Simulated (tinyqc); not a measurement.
Changing the dielectric constant eps: effective-mass impurity with a central-cell term, in a basis of Slater functions. Computed by tinyqc, a small Python program. Command: `OMP_NUM_THREADS=1 python tinyqc.py 3030326 3030327 out.jsonl centralcell sweep`. One thread of a shared host (Intel(R) Xeon(R) Processor @ 2.30GHz), about 0.02 s of CPU time with the checks.

The envelope obeys H = -nabla^2 - (2/r) [Z + A exp(-kappa r)] in effective units, with kappa = a*/lambda; positive A deepens the well near the core.

Inputs (values chosen for the exercise, for a model semiconductor):
```
quantity                   value      unit
effective mass m           0.164       m_0
charge Z of the core           1         -
central-cell strength A      4.3         -
central-cell range lambda    2.5  angstrom
```

Impurity: donor, one isotropic band.

Constants: Ry = 13.605693123 eV; a_0 = 0.529177210903 angstrom.

Method:
- Units: Ry* = Ry m/eps^2 and a* = a_0 eps/m, with m in m_0.
- kappa = a*/lambda; the hydrogenic ground state is bound by Z^2 Ry*.
- For s functions exp(-zeta r), with s = zeta_i + zeta_j: S = 2/s^3, T = zeta_i zeta_j S, V = -2 Z/s^2, W = -2 A/(s + kappa)^2; each function is normalised by dividing by sqrt(S_ii S_jj).
- Large basis: zeta_i = 0.06 x 1.6^(i-1), i = 1..22, same formulas; for p functions r exp(-zeta r): S = 24/s^5, T = zeta_i zeta_j S (centrifugal term included), V = -12 Z/s^4, W = -12 A/(s + kappa)^4; overlap eigenvalues below 1e-11 are dropped.
- Binding energies are -E Ry*; the effective quantum number is nu = Z/sqrt(-E); |psi(0)|^2 is given relative to the hydrogenic Z^3/(pi a*^3).

One run for each value; columns: (1) dielectric constant eps; (2) 1s binding energy (meV); (3) hydrogenic binding energy (meV); (4) 2p binding energy (meV); (5) a* (angstrom):
```
(1)      (2)     (3)     (4)     (5)
6.7   99.219  49.707  12.440  21.619
7.9   57.482  35.753   8.943  25.491
9.2   36.695  26.363   6.593  29.686
11.0  22.899  18.441   4.611  35.494
13.0  15.295  13.203   3.301  41.947
15.0  11.031   9.917   2.479  48.400
17.0   8.369   7.721   1.930  54.854
20.0   5.904   5.578   1.395  64.534
```

Over the rows, 1s binding energy (meV) falls from 99.2 to 5.90 (exponent d ln y / d ln x -3.3 between the first rows and -2.1 between the last); hydrogenic binding energy (meV) falls from 49.7 to 5.58 (exponent d ln y / d ln x about -2.0 throughout); 2p binding energy (meV) falls from 12.4 to 1.39 (exponent d ln y / d ln x about -2.0 throughout). The exponent of 2p binding energy stays at -2: a hydrogenic level scales as m/eps^2. The exponent of a* stays at 1: a* = a_0 eps/m.

Caution (rows 6.70, 7.90, 9.20, 11.0): the density at the core is many times hydrogenic, so the result hangs on the model potential inside one cell, where the envelope picture is weak.
